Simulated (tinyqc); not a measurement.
Inside a calculation: thin-film optics by transfer matrices. Values are carried at full precision from step to step, so a last printed digit may differ when a step is redone from the rounded ones.

Indices N = n + i k. Snell: N0 sin(theta) = N_j sin(theta_j), with Im(N_j cos theta_j) >= 0. Admittance y_j = N_j cos theta_j for s and N_j/cos theta_j for p. Phase delta_j = 2 pi N_j cos theta_j d_j/lambda. Layer matrix [[cos delta, -i sin delta/y], [-i y sin delta, cos delta]], multiplied from the top down to M. (B, C) = M (1, y_sub); r = (y0 B - C)/(y0 B + C), R = |r|^2, T = 4 Re y0 Re y_sub/|y0 B + C|^2, absorbed in the films 1 - R - T.

Parameters, chosen for this exercise (indices near those of HfO2, SiO2 on polySi; shifted at random, so the results belong to these values and not to a real crystal):
```
symbol  value                 unit     meaning
lam     193                   nm       vacuum wavelength
n0      1.44                           ambient index
n       (2.753, 1.57, 1.009)           n of HfO2, SiO2, substrate
k       (0.597, 0, 2.112)              k in the same order
d       (8.3, 5.5)            nm       thicknesses, top first
theta   30                    degrees  angle of incidence
pol     s                              polarisation
```

## Angles, admittances and phases

Form cos theta_j, y_j and delta_j.

cos theta_j: ambient 0.8660, film 1 0.9699+0.0139i, film 2 0.8886, substrate 1.0299+0.0357i

y_j: ambient 1.2471, film 1 2.6618+0.6174i, film 2 1.3952, substrate 0.9637+2.2112i

delta_j (rad): film 1 0.7193+0.1668i, film 2 0.2498

## Layer matrices and their product

Form each matrix and multiply from the top down.

matrix of film 1:
```
[[0.7628-0.1104i, -0.0103-0.2486i],
 [0.7481-1.7003i, 0.7628-0.1104i]]
```

matrix of film 2:
```
[[0.9690, -0.1772i],
 [-0.3449i, 0.9690]]
```

M:
```
[[0.6534-0.1035i, -0.0295-0.3760i],
 [0.6868-1.9106i, 0.4378-0.2396i]]
```

Each matrix has determinant 1, and so has M.

## Reflection and transmission

Close the stack on the substrate.

B, C: [1.4564-0.5311i, 1.6385-1.1734i]

r = -0.0212+0.1367i
R = 0.0191
T into the substrate = 0.3141
absorbed in the films = 0.6668

The bare substrate would reflect 0.5083.

## Ellipsometric angles

Ellipsometry: rho = tan(Psi) exp(i Delta) = -conj(r_p/r_s) with the r of the admittance formula, Delta in 0 to 360 degrees, so that a bare dielectric at small angles gives Delta = 180.

Repeat the steps for both polarisations.

r_s = -0.0212+0.1367i
r_p = 0.0461+0.1694i
Psi = 51.76 degrees
Delta = 204.02 degrees

## Checks

- R against the recursion of Airy sums from the substrate up: both 0.019125.

Program tinyqc; command `OMP_NUM_THREADS=1 python tinyqc.py 1650516 1650517 out.jsonl`; about 0.01 s on one thread of a shared Intel(R) Xeon(R) Processor @ 2.30GHz.
